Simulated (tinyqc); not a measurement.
Worked calculation: Luttinger-Kohn k.p, four valence bands. Computed by tinyqc, a small Python program that keeps every step. Settings: g1 = 7.7, g2 = 3.1, g3 = 3.62. Command: `OMP_NUM_THREADS=1 python tinyqc.py 24274 24275 out.jsonl` (the two numbers bound the seeds that draw the settings). One thread of a shared host (Intel(R) Xeon(R) Processor @ 2.60GHz), about 0.01 s of CPU time with the checks.

## Bloch Hamiltonian at k

Luttinger parameters chosen for this model; energies are counted downward from the top of the valence band:
```
parameter     value  unit
g1         7.700000
g2         3.100000
g3         3.620000
```

k point k (1/angstrom): -0.03900  -0.03700  -0.01500

P = c g1 k^2, Q = c g2 (kx^2 + ky^2 - 2 kz^2), R = c sqrt3 [-g2 (kx^2 - ky^2) + 2i g3 kx ky], S = 2 c sqrt3 g3 (kx - i ky) kz, c = hbar^2/2m = 3.809982 eV angstrom^2; rows [P+Q, -S, R, 0], [-S*, P-Q, 0, R], [R*, 0, P-Q, S], [0, R*, S*, P+Q]. The path ends lie at |k| = 0.07 1/angstrom.

H(k) at k (eV), lower triangle (Hermitian):
```
                    3/2                1/2              -1/2     -3/2
3/2             0.12020
1/2   -0.02795-0.02652i            0.06257
-1/2  -0.00311-0.06894i            0.00000           0.06257
-3/2            0.00000  -0.00311-0.06894i  0.02795+0.02652i  0.12020
```

## Levels at k

Diagonalise the Hermitian matrix.

eigenvalues (eV): 0.00726  0.00726  0.17551  0.17551

## Bands along a path

The same steps at evenly spaced points between the labelled ones.

Bands along the path (eV):
```
k              band 1   band 2   band 3   band 4
[111]         0.00859  0.00859  0.27891  0.27891
[111]-G 0.20  0.00550  0.00550  0.17850  0.17850
[111]-G 0.40  0.00309  0.00309  0.10041  0.10041
[111]-G 0.60  0.00137  0.00137  0.04463  0.04463
[111]-G 0.80  0.00034  0.00034  0.01116  0.01116
G             0.00000  0.00000  0.00000  0.00000
G-[100] 0.20  0.00112  0.00112  0.01038  0.01038
G-[100] 0.40  0.00448  0.00448  0.04152  0.04152
G-[100] 0.60  0.01008  0.01008  0.09342  0.09342
G-[100] 0.80  0.01792  0.01792  0.16608  0.16608
[100]         0.02800  0.02800  0.25950  0.25950
```

## Hole masses

E = c [g1 k^2 -/+ 2 sqrt(g2^2 k^4 + 3 (g3^2 - g2^2)(kx^2 ky^2 + ky^2 kz^2 + kz^2 kx^2))] with c = hbar^2/2m, and m* = hbar^2 k^2 / (2 E).

Masses (electron masses):
```
direction    heavy    light
[100]      0.66667  0.07194
[110]      1.41746  0.06805
[111]      2.17391  0.06693
```
